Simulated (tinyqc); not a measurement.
Lossy package transmission line with skin effect: two steps of the calculation.

A uniform line in a homogeneous dielectric: c = sqrt(er)/(c0 Z0), l = Z0 sqrt(er)/c0 (c0 = 299792458 m/s), g = w c td, w = 2 pi f. The resistance joins its limits as r = sqrt(r_dc^2 + r_hf^2), with r_dc = rho/(wd th), r_hf = kr rho/(2 delta (wd + th)), delta = sqrt(rho/(pi f mu0)), mu0 = 4 pi 1e-7 H/m; this is an interpolation, and internal inductance, up to 0.05 nH/mm at low frequency, is neglected.

Inputs (values chosen for the exercise): width of the strip wd = 38 um; thickness of the strip th = 13 um; resistivity rho = 1.8 uohm cm; relative permittivity er = 4.2; loss tangent td = 0.005; lossless impedance sqrt(l/c) Z0 = 75 ohm; factor for crowding and the return path kr = 1.2; length len = 18 mm; frequency f = 1.7 GHz.

Question 1. Line constants. delta, r_dc, r_hf, r, l, c and g as defined.

Wanted: delta; r_dc; r_hf; r; l; c; g.

Answer 1.

delta = 1.638 um
r_dc = 0.03644 ohm/mm
r_hf = 0.1293 ohm/mm
r = 0.1343 ohm/mm
l = 0.5127 nH/mm
c = 91.15 pF/m
g = 0.004868 S/m

r is 3.69 times r_dc; the skin depth is 0.126 of the thickness.

Question 2. Propagation constant and impedance. gamma = sqrt((r + i w l)(g + i w c)) = alpha + i beta, Zc = sqrt((r + i w l)/(g + i w c)), roots with positive real part; loss 8.685889638 alpha in dB; phase velocity w/beta.

r = 0.13434264 ohm/mm
l = 0.51270223 nH/mm
c = 91.147063 pF/m
g = 0.0048678980 S/m

Find: gamma len; Zc; loss; phase velocity over c0; r/(w l).

Answer 2.

gamma len = 0.019+1.314i
Zc = 75.01-0.73i ohm
loss = 0.009364 dB/mm
phase velocity over c0 = 0.4879
r/(w l) = 0.02453

Numbers from tinyqc (`OMP_NUM_THREADS=1 python tinyqc.py 2810164 2810165 out.jsonl`; about 0.01 s on one thread of a shared Intel Xeon 2.30GHz).
